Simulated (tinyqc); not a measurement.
Deformation-potential model of the Delta valleys of a conduction band: sweeps and comparisons. A value that a table varies takes the place of the one given here.

Valleys with axes along x, y and z, each a pair at +k and -k. Herring-Vogt shift of a valley with unit axis a: dE = Xd tr(e) + Xu a.e.a. Non-degenerate shares n_i = exp(-dE_i/kT)/sum_j exp(-dE_j/kT). Inverse mass tensor of a valley: (1 - a a)/mt + a a/ml; the masses are taken as independent of strain.

s11 = (C11 + C12)/((C11 - C12)(C11 + 2 C12)), s12 = -C12/((C11 - C12)(C11 + 2 C12)), s44 = 1/C44; exx = s11 sxx + s12 (syy + szz) and cyclic, exy = s44 sxy/2; tension is positive. A uniaxial stress X along the unit vector n is s_ij = X n_i n_j.

Constants: kB = 8.617333262e-05 eV/K.

Parameters, chosen for this exercise (near those of Si; not measured data):
- ml = 0.951 m0 (longitudinal mass)
- mt = 0.19 m0 (transverse mass)
- Xd = 1.2 eV (dilation potential)
- Xu = 9.34 eV (uniaxial potential)
- C11 = 164.5 GPa
- C12 = 65.9 GPa
- C44 = 79 GPa
- load = uniaxial [110] (kind of stress)
- T = 200 K (temperature)
- X1 = 1.4 GPa (size of the stress)
- X = 0.56 GPa (stress)

## Sweep of a uniaxial [110] stress

m_c = 1/(u.M.u) along [110] with M = sum_i n_i (inverse mass tensor); gain against zero stress at a fixed scattering time.

Results:

| X (GPa) | spread (meV) | lowest edge (meV) | n x | n y | n z | m_c (m0) | gain (%) |
|---|---|---|---|---|---|---|---|
| -3.00 | 142.1 | -91.0 | 0.500 | 0.500 | 0.000 | 0.3167 | -18.2 |
| -1.50 | 71.0 | -45.5 | 0.496 | 0.496 | 0.008 | 0.3150 | -17.7 |
| -0.60 | 28.4 | -18.2 | 0.456 | 0.456 | 0.088 | 0.2992 | -13.4 |
| 0.00 | 0.0 | 0.0 | 0.333 | 0.333 | 0.333 | 0.2591 | 0.0 |
| 0.60 | 28.4 | -10.2 | 0.139 | 0.139 | 0.722 | 0.2138 | 21.2 |
| 1.50 | 71.0 | -25.5 | 0.016 | 0.016 | 0.969 | 0.1924 | 34.7 |
| 3.00 | 142.1 | -51.1 | 0.000 | 0.000 | 0.999 | 0.1900 | 36.3 |

What can be read from the table?

Along [110] the gain is -18.2 % at -3.00 GPa and +36.3 % at 3.00 GPa. The slope at zero stress (from +/- 0.001 GPa), +33.3 % per GPa, carried to the ends would give -100 and +100 %; the response falls behind at both ends, as it saturates once the spread passes a few kT (kT = 17.2 meV, spread up to 142 meV).

## Gain for each load and current direction

Each load has the size X1. Gain m_c(0)/m_c - 1 in per cent from repopulation alone, m_c = 1/(u.M.u), M = sum_i n_i (inverse mass tensor); biaxial means sxx = syy.

Gain (%); + is tension, - compression:

| load | [100] | [010] | [001] | [110] | [1-10] | [111] |
|---|---|---|---|---|---|---|
| uniaxial [110] (+) | 34.1 | 34.1 | -68.3 | 34.1 | 34.1 | 0.0 |
| uniaxial [110] (-) | -17.6 | -17.6 | 35.2 | -17.6 | -17.6 | 0.0 |
| uniaxial [100] (+) | 36.4 | -18.2 | -18.2 | 9.1 | 9.1 | 0.0 |
| uniaxial [100] (-) | -72.7 | 36.3 | 36.3 | -18.2 | -18.2 | 0.0 |
| uniaxial [111] (+) | 0.0 | 0.0 | 0.0 | 0.0 | 0.0 | 0.0 |
| uniaxial [111] (-) | 0.0 | 0.0 | 0.0 | 0.0 | 0.0 | 0.0 |
| biaxial (001) (+) | 36.3 | 36.3 | -72.7 | 36.3 | 36.3 | 0.0 |
| biaxial (001) (-) | -18.2 | -18.2 | 36.4 | -18.2 | -18.2 | 0.0 |

How do the results move?

The largest gain is +36.4 %, for uniaxial [100] (+) with the current along [100] and biaxial (001) (-) with the current along [001]; for a [110] channel it is +36.3 %, under biaxial (001) (+). No gain or loss appears under uniaxial [111]: the valleys stay equivalent (in real silicon shear also changes the masses, which this model leaves out).

## Temperature and repopulation

The load is fixed; m_c along [110] as 1/(u.M.u).

Results:

| T (K) | kT (meV) | n x | n y | n z | m_c (m0) |
|---|---|---|---|---|---|
| 50 | 4.31 | 0.002 | 0.002 | 0.996 | 0.1903 |
| 77 | 6.64 | 0.018 | 0.018 | 0.965 | 0.1927 |
| 150 | 12.93 | 0.102 | 0.102 | 0.796 | 0.2069 |
| 225 | 19.39 | 0.169 | 0.169 | 0.663 | 0.2197 |
| 300 | 25.85 | 0.209 | 0.209 | 0.582 | 0.2281 |
| 400 | 34.47 | 0.240 | 0.240 | 0.519 | 0.2353 |
| 500 | 43.09 | 0.260 | 0.260 | 0.481 | 0.2398 |

What does this show, and why?

The largest share falls from 0.996 at 50 K to 0.481 at 500 K (equal shares: 0.333); m_c goes from 0.1903 to 0.2398, against 0.2591 without stress. Only spread/kT enters, so the small-stress response goes as 1/T.

## What each parameter does

Spread of the valley edges, lowest edge, largest share and m_c along [110]. Each row changes one parameter from the base and keeps the others.

Results:

| case | spread (meV) | lowest edge (meV) | largest share | m_c (m0) |
|---|---|---|---|---|
| base | 26.52 | -9.53 | 0.6997 | 0.2159 |
| ml = 1.141 m0 | 26.52 | -9.53 | 0.6997 | 0.2172 |
| mt = 0.228 m0 | 26.52 | -9.53 | 0.6997 | 0.2574 |
| Xd = 1.44 eV | 26.52 | -9.08 | 0.6997 | 0.2159 |
| Xu = 7.472 eV | 21.22 | -7.17 | 0.6314 | 0.2229 |
| C11 = 197.4 GPa | 19.89 | -5.92 | 0.6132 | 0.2248 |
| C12 = 52.72 GPa | 23.40 | -6.65 | 0.6602 | 0.2199 |
| C44 = 94.8 GPa | 26.52 | -9.53 | 0.6997 | 0.2159 |
| X = 0.672 GPa | 31.83 | -11.44 | 0.7602 | 0.2102 |
| T = 240 K | 26.52 | -9.53 | 0.6432 | 0.2216 |

What does this show?

The largest shifts from the base row, up to three for each result and ties (the steps differ in size, so this ranks the rows, not the parameters). spread (meV): C11 -6.64, X +5.30, Xu -5.30; unchanged at the printed digits by ml, mt, Xd, C44 and T. lowest edge (meV): C11 +3.61, C12 +2.88, Xu +2.36; unchanged at the printed digits by ml, mt, C44 and T. largest share: C11 -0.0865, Xu -0.0683, X +0.0605; unchanged at the printed digits by ml, mt, Xd and C44. m_c (m0): mt +0.0414, C11 +0.0088, Xu +0.0069; unchanged at the printed digits by Xd and C44. Xd moves all valleys together, so it shifts the edge and nothing else.

tinyqc: `OMP_NUM_THREADS=1 python tinyqc.py 1081482 1081483 out.jsonl`; about 0.02 s, one thread, shared Intel(R) Xeon(R) Processor @ 2.30GHz.
